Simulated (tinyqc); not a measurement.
RHF in the 6-31g basis, for HeH+, spin multiplicity 1, step by step. One step of it, computed by the program tinyqc.

Question. Iteration 2: building the Fock matrix. J_ij = sum D_kl (ij|kl), K_ij = sum D_kl (ik|jl); F = H + J - 0.5 K; E = tr D H + tr D J / 2 - 0.25 tr D K + E_nn.

D after iteration 1, lower triangle:
```
          1He 1s    1He 2s     2H 1s     2H 2s
1He 1s  0.793447
1He 2s  0.532519  0.358607
2H 1s   0.103404  0.070869  0.015263
2H 2s   0.038550  0.025340  0.004376  0.002107
```

core Hamiltonian H = T + V (hartree), lower triangle:
```
           1He 1s     1He 2s      2H 1s      2H 2s
1He 1s  -2.427980
1He 2s  -1.893737  -1.818062
2H 1s   -0.627850  -0.918333  -1.351734
2H 2s   -0.919783  -1.202417  -1.191119  -1.338833
```

Two-electron integrals (ij|kl) in chemists' order, unique and non-zero (hartree):
```
(11|11) 1.543936   (21|11) 0.785447   (21|21) 0.427025   (22|11) 0.803952
(22|21) 0.476190   (22|22) 0.615938   (31|11) 0.190589   (31|21) 0.106339
(31|22) 0.123385   (31|31) 0.032761   (32|11) 0.286378   (32|21) 0.173980
(32|22) 0.237121   (32|31) 0.059366   (32|32) 0.140433   (33|11) 0.543210
(33|21) 0.340533   (33|22) 0.500246   (33|31) 0.127938   (33|32) 0.360666
(33|33) 1.076566   (41|11) 0.331622   (41|21) 0.182378   (41|22) 0.207143
(41|31) 0.048354   (41|32) 0.082078   (41|33) 0.164997   (41|41) 0.079414
(42|11) 0.447853   (42|21) 0.270232   (42|22) 0.365504   (42|31) 0.077441
(42|32) 0.166367   (42|33) 0.381531   (42|41) 0.121395   (42|42) 0.234577
(43|11) 0.348618   (43|21) 0.217062   (43|22) 0.316034   (43|31) 0.076525
(43|32) 0.206185   (43|33) 0.578470   (43|41) 0.103587   (43|42) 0.235482
(43|43) 0.329423   (44|11) 0.459642   (44|21) 0.285395   (44|22) 0.417812
(44|31) 0.089373   (44|32) 0.227405   (44|33) 0.587396   (44|41) 0.132037
(44|42) 0.297050   (44|43) 0.361304   (44|44) 0.453150
```

nuclear repulsion = 1.09674033 hartree

Give: Coulomb J; exchange K; Fock matrix F; total energy of this density.

Answer.

Coulomb J (hartree), lower triangle:
```
        1He 1s  1He 2s   2H 1s   2H 2s
1He 1s  2.4904
1He 2s  1.3309  1.4708
2H 1s   0.3344  0.5523  1.1054
2H 2s   0.5693  0.8436  0.6986  0.9075
```

exchange K (hartree), lower triangle:
```
        1He 1s  1He 2s   2H 1s   2H 2s
1He 1s  2.3051
1He 2s  1.5494  1.1799
2H 1s   0.5368  0.4467  0.2557
2H 2s   0.7909  0.6331  0.2824  0.3656
```

Fock matrix F (hartree), lower triangle:
```
         1He 1s   1He 2s    2H 1s    2H 2s
1He 1s  -1.0901
1He 2s  -1.3376  -0.9372
2H 1s   -0.5618  -0.5894  -0.3741
2H 2s   -0.7460  -0.6754  -0.6337  -0.6141
```

total energy of this density = -2.878597 hartree

This density is a damped mixture and is not idempotent.
